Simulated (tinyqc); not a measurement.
Undoped gate-all-around wire MOSFET, analytic charge model: one step of the calculation.

An undoped round wire of radius R under an insulator shell and a surrounding gate; long channel, electrons only, n = ni exp((psi - V)/Vt) with V the quasi-Fermi potential (0 at the source, Vd at the drain), constant mobility, no quantisation. The radial Poisson equation gives n(r) = n(0)/(1 - (1 - b) r^2/R^2)^2 with b = Q0/(Q + Q0). Q is the electron charge per area of the wire surface.

Problem. Drain current and line charge. Q solves Vg - V0 - V = Q/Cox + Vt ln(Q/Q0) + Vt ln(1 + Q/Q0). I = mu (2 pi R/L)[2 Vt (Qs - Qd) + (Qs^2 - Qd^2)/(2 Cox) + Vt Q0 ln((Qd + Q0)/(Qs + Q0))], with Qs at V = 0 and Qd at V = Vd. Electrons per length at the source: 2 pi R Qs/q; surface over centre density: (1 + Qs/Q0)^2.

Values chosen for this exercise; material values close to those of gallium arsenide:
- T = 250 K (temperature)
- R = 15 nm (wire radius)
- mu = 520 cm^2/(V s) (channel mobility)
- L = 0.2 um (gate length)
- Vd = 0.3 V (drain voltage)

Constants: q = 1.602176634e-19 C, kB = 1.380649e-23 J/K, Vt = kB T/q. Results are converted to the units shown.

Qs = 268.69711 nC/cm^2
Qd = 0.26886462 nC/cm^2
Cox = 2.3072606 uF/cm^2
Q0 = 66.126222 nC/cm^2

Wanted: first term; second term; third term; I; electrons per length; surface over centre density.

Solution.

first term = 2.834 uA
second term = 3.834 uA
third term = -0.5648 uA
I = 6.103 uA
electrons per length = 1.581 1/nm
surface over centre density = 25.64

The square-law term makes up 62.8 % of the current.

tinyqc, about 0.02 s, one thread, Intel Xeon 2.30GHz (shared host): `OMP_NUM_THREADS=1 python tinyqc.py 2460089 2460090 out.jsonl`
